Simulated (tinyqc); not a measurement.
Molecular dynamics of a small cluster by velocity Verlet steps: one step, computed by the program tinyqc.

E = sum_(i<j) phi(r_ij), phi(r) = eps [exp(-2 alpha (r - r0)) - 2 exp(-alpha (r - r0))]; the force on i is -sum_j phi'(r_ij) (R_i - R_j)/r_ij.

Question. Step 1. Velocity Verlet: a = c F/M with c = 9.648533212e-3 angstrom/fs^2 per eV/(angstrom u); R(new) = R + v dt + a dt^2/2; v(new) = v + (a + a(new)) dt/2. Kinetic energy K = M v^2/(2c); temperature T = 2K/((3N - 3) k_B), rotation of the cluster included.

Inputs (values chosen for the exercise, for model atoms):
```
quantity         value        unit
length r0         2.96    angstrom
well depth eps    0.27          eV
stiffness alpha   1.83  1/angstrom
atomic mass M       27           u
time step dt       5.9          fs
```

Potential: Morse. Thermostat: none.

starting positions (angstrom):
```
            x      y      z
atom 1  -0.01   0.01   0.01
atom 2   2.97  -0.04   0.01
atom 3   1.49   2.57  -0.04
atom 4   1.44   0.83   2.41
atom 5    1.5   0.79  -2.37
```

starting velocities (angstrom/fs):
```
               x         y         z
atom 1  -0.00073  -0.00134     0.003
atom 2  -0.00052  -0.00014    -6e-05
atom 3   0.00116  -0.00239  -0.00126
atom 4    0.0022   0.00037  -0.00273
atom 5  -0.00211    0.0035   0.00104
```

Constants: 1 eV/(angstrom u) = 9.648533212e-03 angstrom/fs^2; k_B = 8.617333262e-05 eV/K.

Give: positions after step 1; new forces; velocities after step 1; total energy.

Answer.

positions after step 1 (angstrom):
```
              x        y        z
atom 1  -0.0145   0.0019   0.0277
atom 2   2.9667  -0.0406   0.0102
atom 3   1.4970   2.5554  -0.0468
atom 4   1.4533   0.8325   2.3936
atom 5   1.4875   0.8107  -2.3647
```

new forces (eV/angstrom):
```
               x         y         z
atom 1  -0.03493  -0.03214  -0.05992
atom 2  -0.01621   0.01224   0.04970
atom 3   0.01206   0.00106   0.13883
atom 4   0.05423   0.06185   0.02721
atom 5  -0.01514  -0.04302  -0.15583
```

velocities after step 1 (angstrom/fs):
```
                 x           y           z
atom 1  -0.0008020  -0.0014052   0.0029301
atom 2  -0.0005780  -0.0000829   0.0000885
atom 3   0.0011985  -0.0024710  -0.0010043
atom 4   0.0023146   0.0004935  -0.0027563
atom 5  -0.0021331   0.0034656   0.0007319
```

total energy = -2.3695 eV
